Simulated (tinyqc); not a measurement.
Velocity overshoot from momentum and energy balance equations after a field step: one step, computed by the program tinyqc.

At t = 0 the field jumps from 0 to F in a uniform sample. v is the drift velocity and u = w - (3/2) k_B T the excess energy per carrier.

Problem. First four steps. dv/dt = e F/m - v/tau_m(u), du/dt = e F v - u/tau_E, tau_m(u) = tau_0/(1 + c u), tau_0 = m mu_0/e, c = mu_0/(e tau_E v_s^2); this choice gives the steady state v (1 + mu_0 F v/v_s^2) = mu_0 F, which saturates at v_s. Step: v_new = v + dt (e F/m - v/tau_m(u)), u_new = u + dt (e F v - u/tau_E). Start v = u = 0; the distance adds dt (v + v_new)/2.

Inputs (values chosen for the exercise, modelled on holes in silicon except for tau_E): energy relaxation time tau_E = 0.57 ps; field after the step F = 46 kV/cm; lattice temperature T = 300 K; time step dt = 4.8 fs.

Scheme: explicit Euler.

c = 9.120154 1/eV

tau_0 = 102.5688 fs

acceleration e F/m = 0.01973310 1e7 cm/s per fs

Give: Steps.

Solution.

Steps:
```
step  t (fs)  v (1e7 cm/s)    u (eV)  tau_m (fs)
1        4.8        0.0947  0.000000       102.6
2        9.6        0.1850  0.000209       102.4
3       14.4        0.2710  0.000616       102.0
4       19.2        0.3530  0.001209       101.5
```

After the first step u is still 0, below the drift energy m v^2/2, because the explicit scheme uses the old v: an error of the finite time step.
